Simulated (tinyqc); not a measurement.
Two-step dopant diffusion (predeposition and drive-in) with a constant diffusivity: one step, computed by the program tinyqc. Command: `OMP_NUM_THREADS=1 python tinyqc.py 3016410 3016411 out.jsonl dopdiff walk`. One thread of a shared host (Intel(R) Xeon(R) Processor @ 2.30GHz), about 0.08 s of CPU time with the checks.

Fick diffusion into a half space x > 0 whose background doping C_B is of the opposite type, so that a junction lies where C = C_B.

Task: Thermal budget with ramps. D = D0 exp(-E/(k_B T)). Temperatures in kelvin are T(C) + 273.15. One ramp between the stand-by temperature and T2 adds int D dT / rate (40-point Gauss-Legendre); the usual estimate counts it as an extra time k_B T2^2/(E rate) at T2. (Dt)2 = D2 t2 + two ramps, times in seconds.

Inputs (values chosen for the exercise, modelled on antimony in silicon):

| quantity | value | unit |
|---|---|---|
| prefactor D0 | 3.89 | cm^2/s |
| activation energy E | 3.85 | eV |
| predeposition temperature T1 | 950 | C |
| drive-in temperature T2 | 1150 | C |
| drive-in time t2 | 120 | min |
| ramp rate | 5 | C/min |
| stand-by temperature | 800 | C |

Furnace ramps of the drive-in: linear ramps.

D2 = 9.036632e-14 cm^2/s

Constants: k_B = 8.617333262e-05 eV/K.

Give: budget of one ramp; estimated extra time of one ramp; drive-in budget (Dt)2.

Result:

budget of one ramp = 4.629e-11 cm^2

estimated extra time of one ramp = 9.067 min

drive-in budget (Dt)2 = 7.432e-10 cm^2

The integral equals 8.54 min at T2, against the estimate 9.07 min; both ramps make 12 % of the budget.
